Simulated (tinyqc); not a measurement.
Inside a calculation. Model: double-gate transistor, scale length and short-channel effects.

Computed by the program tinyqc: `OMP_NUM_THREADS=1 python tinyqc.py 2420104 2420105 out.jsonl`, one thread of a shared Intel Xeon 2.30GHz, about 0.01 s for the whole run. Printed values are rounded.

A body of thickness ts between two insulators of thickness ti and two tied gates. Below threshold the potential that source and drain add obeys Laplace's equation and vanishes on the gate. Its lowest mode decays along the channel as exp(-k y); k is the smallest positive root of the matching condition at the interface, and the scale length is Lambda = pi/k.

Inputs (values chosen for the exercise); permittivities: semiconductor close to that of silicon, insulator close to that of hafnium oxide: temperature T = 325 K; relative permittivity of the semiconductor eps_r = 11.7; relative permittivity of the insulator ei = 21.2; insulator thickness ti = 9.6 nm; body thickness ts = 10.3 nm; channel length L = 39 nm; potential of the source Vbi = 0.89 V; potential of the barrier top at threshold sT = 0.68 V; long-channel threshold VTL = 0.3 V; long-channel body factor m = 1; drain voltage Vds = 0.8 V.

Constants: q = 1.602176634e-19 C, kB = 1.380649e-23 J/K, Vt = kB T/q. Results are converted to the units shown.

Range of the model: L is under 1.6 Lambda, where higher modes, left out of the one-mode potential, begin to count.

## Scan of the matching condition

| point | k (1/nm) |
|---|---|
| 0 | 0.025 |
| 1 | 0.05 |
| 2 | 0.075 |
| 3 | 0.1 |
| 4 | 0.125 |
| 5 | 0.15 |
| 6 | 0.175 |
| 7 | 0.2 |

f(k) = ei cos(k ti) cos(k ts/2) - eps_r sin(k ti) sin(k ts/2).

| point | f(k) |
|---|---|
| 0 | 20.06484 |
| 1 | 16.80841 |
| 2 | 11.85778 |
| 3 | 5.86084 |
| 4 | -0.40065 |
| 5 | -6.11581 |
| 6 | -10.55334 |
| 7 | -13.15929 |

The first change of sign lies between k = 0.1 and 0.125 1/nm.

## Iteration 1: decay constant by Newton steps

k at the start = 0.1 1/nm

f(k) = ei cos(k ti) cos(k ts/2) - eps_r sin(k ti) sin(k ts/2); f' by a central difference with +/- 1e-5 1/nm; k(new) = k - f/f'.

f = 5.860841
f' = -250.6238 nm
k after iteration 1 = 0.1233850 1/nm

## Iteration 2: decay constant by Newton steps

As before.

f = -0.004153228
f' = -246.1779 nm
k after iteration 2 = 0.1233681 1/nm

## Course of the iteration: decay constant by Newton steps

Stop when k changes by less than 1e-10 1/nm, or after 30 iterations.

Course of the iteration:

| iteration | k (1/nm) | \|change\| (1/nm) |
|---|---|---|
| 1 | 0.1233850 | 0.0234 |
| 2 | 0.1233681 | 1.69e-5 |
| 3 | 0.1233681 | 4.64e-10 |
| 4 | 0.1233681 | 0 |

Converged in 4 iterations. The change falls from 0.023 in the first iteration to below the tolerance in the last.

## Scale length against simple estimates

k = 0.1233681 1/nm

Lambda = pi/k and l = 1/k. A parabolic potential across the structure gives l(parabolic) = sqrt((eps_r/(2 ei)) ts ti (1 + ei ts/(4 eps_r ti))).

Lambda = 25.46519 nm
l = 8.105820 nm
l(parabolic) = 6.367616 nm

The parabolic estimate is 21 % below l.

## Threshold shift, barrier position and swing

Along the channel psi(y) = s + a exp(y/l) + b exp(-y/l) with psi(0) = Vbi, psi(L) = Vbi + Vds and l = 1/k = Lambda/pi; with A = Vbi - s, B = A + Vds, x = exp(-L/l): a = (B - A x) x/(1 - x^2), b = (A - B x)/(1 - x^2). The minimum is s + 2 sqrt(a b), at y = (l/2) ln(b/a). The long-channel potential follows the gate as s = sT + (Vg - VTL)/m, and the threshold VT is the gate voltage at which the minimum equals sT. Swing = m Vt ln 10/g at threshold, g = d(minimum)/ds = 1 - (b x + a)/((1 + x) sqrt(a b)).

s at threshold = 0.5746772 V
a = 0.009054888 V
b = 0.3062679 V
position of the minimum = 14.27093 nm
VT = 0.1946772 V
swing = 82.41122 mV/decade

The threshold lies 105 mV below the long-channel value, and the barrier top sits at 0.37 L from the source.
